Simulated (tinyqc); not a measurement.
# Longitudinal sound in a periodic multilayer: transfer matrices, stop bands and folded phonons, step by step

A worked calculation. Computed by tinyqc, a small Python program that keeps every step. Command: `OMP_NUM_THREADS=1 python tinyqc.py 3017390 3017391 out.jsonl multilayer walk`. One thread of a shared host (Intel(R) Xeon(R) Processor @ 2.30GHz), about 0.01 s of CPU time with the checks. Intermediate numbers are printed to about 5 digits and carried at full precision; extremes and crossings named in words are read from the listed rows.

Layers 1 and 2 repeat with period d = d_1 + d_2; waves travel normal to the layers, without loss. State vector (u, s): displacement u and stress divided by omega. Impedances Z = rho v are in 1e6 kg/(m^2 s).

Inputs (values chosen for the exercise, modelled on silicon (layer 1), germanium (layer 2) and gallium arsenide (substrate)):
```
quantity,value,unit
density rho_1,2.34,g/cm^3
velocity v_1,8280,m/s
thickness d_1,341,nm
density rho_2,5.39,g/cm^3
velocity v_2,4970,m/s
thickness d_2,410,nm
substrate density,5.24,g/cm^3
substrate velocity,4720,m/s
periods N,4,-
frequency f,3.64,GHz
```

## Impedances, mean velocity and Bragg frequency

Z = rho v; interface reflection r = (Z_2 - Z_1)/(Z_2 + Z_1) (stress amplitude, from 1 into 2); Bragg frequency f_B = 1/[2 (d_1/v_1 + d_2/v_2)]; long-wave velocity v_eff = d/sqrt[(d_1/v_1)^2 + (d_2/v_2)^2 + (Z_1/Z_2 + Z_2/Z_1)(d_1/v_1)(d_2/v_2)].

Z_1 = 19.3752

Z_2 = 26.7883

Z of the substrate = 24.7328

interface reflection r = 0.16058

Bragg frequency f_B = 4.0427 GHz

long-wave velocity v_eff = 6002.0 m/s

## Transfer matrix of one period

A layer maps (u, s) by [[cos p, sin p/Z], [-Z sin p, cos p]], p = 2 pi f d_i/v_i; one period is M = M_2 M_1, and cos(q d) = trace(M)/2.

phase p_1 = 0.94190 rad

phase p_2 = 1.8867 rad

M:
```
,1,2
1,-0.73872,0.0079046
2,-10.110,-1.2455
```

trace(M)/2 = -0.99212

|trace/2| < 1: f lies in a pass band, with q d = 3.0159 rad (folded into 0 to pi).

## Transmission through N periods

For N periods A = M^N. A wave comes from a thick layer of material 1 and leaves into the substrate (Z_s): transmitted power T = 4 Z_1 Z_s/|Z_1 A_22 + Z_s A_11 - i (Z_1 Z_s A_12 - A_21)|^2, reflected power R = 1 - T.

A = M^N:
```
,1,2
1,-0.097692,-0.030384
2,38.862,1.8504
```

transmitted power T = 0.48261

T in decibel = -3.1641 dB

## The first stop band

Gap m contains m f_B; its edges, where trace(M)/2 = (-1)^m, are found by root search. Weak-contrast estimate of the width: (4 f_B/pi) |r sin(m pi a)|, a = (d_1/v_1)/(d_1/v_1 + d_2/v_2).

lower edge = 3.6743 GHz

upper edge = 4.3918 GHz

width/f_B = 17.747 %

transmitted power at f_B = 0.40761

## The first four gaps

The formulas are those given above.

Stop bands (GHz):
```
m,lower edge,upper edge,width,weak-contrast estimate
1,3.674,4.392,0.71747,0.71539
2,7.736,8.455,0.71881,0.71674
3,12.127,12.130,0.00269,0.00268
4,15.803,16.519,0.71611,0.71405
```

With a = 0.333, gap 2 is the widest and gap 3 the narrowest; gap m closes when m a is a whole number. The weak-contrast estimate misses the first width by -0.3 % at |r| = 0.16. Odd gaps open at the edge of the folded zone (q = pi/d), even ones at its centre.

## Mirror strength against the number of periods

The formulas are those given above.

Transmitted power:
```
N,T at f_B,T at f_B (dB),T at f
1,0.96645,-0.14819,0.96267
2,0.81506,-0.88812,0.81125
3,0.60469,-2.1847,0.63113
4,0.40761,-3.8976,0.48261
6,0.15601,-8.0684,0.30070
8,0.053676,-12.702,0.21353
12,0.0058238,-22.348,0.15565
16,6.1816e-04,-32.089,0.17604
24,6.9302e-06,-51.593,0.85950
```

At f_B each further period removes 2.44 dB at large N; 99 % reflection needs N = 12 among these rows.

Checks made by the program: trace against Rytov's formula cos p_1 cos p_2 - (1/2)(Z_1/Z_2 + Z_2/Z_1) sin p_1 sin p_2 (relative difference below 1e-10).
